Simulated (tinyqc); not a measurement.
Electron continuity equation in a given potential, Scharfetter-Gummel discretisation: two steps of the calculation.

Steady state in one dimension: J = q mu n E + q D dn/dx with E = -dpsi/dx and D = mu Vt, dJ/dx = 0, fixed densities nL and nR at the ends. The potential is given, psi = U (x/L)^2, and is not changed by the electrons.

Parameters, values chosen for the exercise; mobility that of a made-up semiconductor: temperature T = 300 K; electron mobility mu = 3200 cm^2/(V s); length of the region L = 0.11 um; density at x = 0 nL = 2.9e12 cm^-3; density at x = L nR = 3.4e13 cm^-3.

Constants: q = 1.602176634e-19 C, kB = 1.380649e-23 J/K, Vt = kB T/q. Results are converted to the units shown.

Question 1. Bernoulli factors. d_i = (psi_(i+1) - psi_i)/Vt; B(d) = d/(exp(d) - 1), B(0) = 1. The flux on interval i is J_i = (q D/h) [n_(i+1) B(d_i) - n_i B(-d_i)].

psi, node 0 to 12 (V): [0.00000000, 0.00416667, 0.01666667, 0.03750000, 0.06666667, 0.10416667, 0.15000000, 0.20416667, 0.26666667, 0.33750000, 0.41666667, 0.50416667, 0.60000000]

Give: d_i; B(d_i); B(-d_i).

Answer 1.

```
interval    d_i   B(d_i)  B(-d_i)
0         0.161   0.9216    1.083
1         0.484   0.7776    1.261
2         0.806   0.6506    1.456
3         1.128   0.5398    1.668
4         1.451   0.4442    1.895
5         1.773   0.3627    2.136
6         2.095   0.2940    2.389
7         2.418   0.2366    2.654
8         2.740   0.1891    2.929
9         3.062   0.1503    3.213
10        3.385   0.1187    3.503
11        3.707  0.09330    3.800
```

The largest |d_i| is 3.71, above 2, where central differences lose the sign pattern that keeps densities positive.

Question 2. Tridiagonal system for the inner nodes. Row i (1 to 11): B(-d_(i-1)) n_(i-1) + b_i n_i + B(d_i) n_(i+1) = f_i with b_i = -B(-d_i) - B(d_(i-1)) and f_i = 0; the known end values are moved to the right: f_1 loses B(-d_0) nL and f_11 loses B(d_11) nR. h = L/12, D = mu Vt.

```
interval       B(d_i)    B(-d_i)
0          0.92157688  1.0827507
1          0.77764647  1.2611681
2          0.65060727  1.4564766
3          0.53978010  1.6679971
4          0.44420598  1.8947707
5          0.36270884  2.1356213
6          0.29396617  2.3892264
7          0.23657991  2.6541879
8          0.18914118  2.9290969
9          0.15028427  3.2125877
10         0.11872763  3.5033787
11        0.093301534  3.8003004
```

Wanted: diagonal b; right side f.

Answer 2.

```
node  diagonal b  right side f (cm^-3)
1         -2.183             -3.140e12
2         -2.234                     0
3         -2.319                     0
4         -2.435                     0
5         -2.580                     0
6         -2.752                     0
7         -2.948                     0
8         -3.166                     0
9         -3.402                     0
10        -3.654                     0
11        -3.919             -3.172e12
```

Range of the model: The drift velocity mu E exceeds 1e7 cm/s somewhere, where real mobilities no longer stay constant.

Numbers from tinyqc (`OMP_NUM_THREADS=1 python tinyqc.py 2220055 2220056 out.jsonl`; about 0.01 s on one thread of a shared Intel Xeon 2.30GHz).
